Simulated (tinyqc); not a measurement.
Mobility of a non-polar semiconductor in the relaxation-time approximation. Changing the longitudinal mass m_l. Computed by tinyqc, a small Python program. Command: `OMP_NUM_THREADS=1 python tinyqc.py 3024714 3024715 out.jsonl rta sweep`. One thread of a shared host (Intel(R) Xeon(R) Processor @ 2.30GHz), about 0.02 s of CPU time with the checks.

Each valley is treated as a sphere of mass m_d for states and rates, with one isotropic relaxation time; the conductivity mass m_c sets the current.

Inputs (values chosen for the exercise, for a model non-polar semiconductor):

| quantity | value | unit |
|---|---|---|
| transverse mass m_t | 0.17 | m_0 |
| equivalent valleys Z | 3 | - |
| static permittivity eps_s | 14.9 | - |
| density rho | 6040 | kg/m^3 |
| sound velocity v_l | 11100 | m/s |
| acoustic deformation potential D_A | 4.4 | eV |
| phonon energy hbar w | 24.7 | meV |
| optical or intervalley deformation potential D_o | 7.8 | 1e8 eV/cm |
| final valleys Z_f | 2 | - |
| carrier density n | 1.2e+17 | 1/cm^3 |
| compensation ratio C | 0 | - |
| temperature T | 300 | K |

Band: parabolic. Impurity formula: Brooks-Herring. Further scattering: none.

Constants: k_B = 8.617333262e-05 eV/K; m_0 = 9.1093837015e-31 kg; e = 1.602176634e-19 C; hbar = 1.054571817e-34 J s; eps_0 = 8.8541878128e-12 F/m; k_B = 1.380649e-23 J/K; hbar = 6.582119569e-16 eV s.

Method:
- m_d = (m_l m_t^2)^(1/3); 1/m_c = (1/m_l + 2/m_t)/3; Hall mass factor A = 3 K_m (K_m + 2)/(2 K_m + 1)^2, K_m = m_l/m_t; N_I = n (1 + C)/(1 - C).
- Parabolic band: E = hbar^2 k^2/(2 m), speed v = hbar k/m, states per spin, volume and energy g(E) = m k/(2 pi^2 hbar^2). Here m = m_d. Masses are multiplied by m_0 and all formulas are in SI units.
- The reduced Fermi level eta = E_F/(k_B T) solves n = 2 Z int g f dE with f = 1/(1 + exp(x - eta)) (Z = 1 unless valleys are given); screening length L_s = sqrt(eps_s eps_0 k_B T/(e^2 dn/deta)), dn/deta = 2 Z int g f (1 - f) dE.
- Integrals over x = E/(k_B T) use 160 Gauss-Legendre points in u = sqrt(x) from 0 to sqrt(max(eta, 0) + 32).
- Phonon occupation N_q = 1/(exp(hbar w/(k_B T)) - 1).
- Acoustic deformation potential (elastic, equipartition, absorption and emission together): 1/tau = 2 pi k_B T D_A^2 g(E)/(hbar rho v_l^2).
- Optical or intervalley deformation potential: 1/tau = (pi Z_f D_o^2/(rho w)) [N_q g(E + hbar w) + (N_q + 1) g(E - hbar w)], with g = 0 below the band edge.
- Each optical term is multiplied by (1 - f(E'))/(1 - f(E)), E' the final energy, for Pauli blocking.
- Singly charged impurities, momentum relaxation: 1/tau = N_I e^4 m (1 + 2 alpha E) Phi/(8 pi (eps_s eps_0)^2 hbar^3 k^3), with alpha = 0 for a parabolic band.
- Brooks-Herring: Phi = ln(1 + b) - b/(1 + b), b = 4 k^2 L_s^2.
- mu = (m_d/m_c) (2 Z e/(3 n k_B T)) int g v^2 tau f (1 - f) dE.
- Averages over x are split at the emission threshold x_0 = hbar w/(k_B T): 64 Gauss-Legendre points in sqrt(x) below it and 128 in sqrt(x - x_0) above it, up to x = max(eta, 0) + 32.
- Rates are added at each energy before the average. With <y> = int g v^2 y f (1 - f) dE: Hall factor r_H = A (3 n k_B T/(2 Z m_d)) <tau^2/(1 + 2 alpha E)>/<tau>^2 (alpha = 0 for a parabolic band); Hall mobility r_H mu; |S| = (k_B/e) (<x tau>/<tau> - eta); resistivity 1/(n e mu).

One run for each value:

| longitudinal mass m_l (m_0) | drift mobility mu (cm^2/(V s)) | density-of-states mass m_d (m_0) | conductivity mass m_c (m_0) | Hall mass factor A | Seebeck coefficient \|S\| (microvolt/K) |
|---|---|---|---|---|---|
| 0.17 | 2489.1 | 0.17000 | 0.17000 | 1.0000 | 527.91 |
| 0.24 | 2004.8 | 0.19071 | 0.18831 | 0.9884 | 538.38 |
| 0.35 | 1617.2 | 0.21627 | 0.20517 | 0.9572 | 550.01 |
| 0.49 | 1356.0 | 0.24193 | 0.21730 | 0.9226 | 560.55 |
| 0.70 | 1138.6 | 0.27248 | 0.22739 | 0.8860 | 571.90 |
| 1.00 | 964.7 | 0.30688 | 0.23502 | 0.8537 | 583.47 |
| 1.40 | 829.4 | 0.34330 | 0.24040 | 0.8285 | 594.58 |
| 2.00 | 709.2 | 0.38664 | 0.24460 | 0.8074 | 606.58 |

What does the table show, and why?

Over the rows, drift mobility mu (cm^2/(V s)) falls from 2490 to 709 (exponent d ln y / d ln x -0.63 between the first rows and -0.44 between the last); density-of-states mass m_d (m_0) rises from 0.170 to 0.387 (exponent d ln y / d ln x about 0.33 throughout); conductivity mass m_c (m_0) rises from 0.170 to 0.245 (exponent d ln y / d ln x 0.30 between the first rows and 0.049 between the last). m_c stays below 1.5 m_t = 0.255 however large m_l gets, while m_d keeps growing as m_l^(1/3); A falls from 1 towards 3/4.
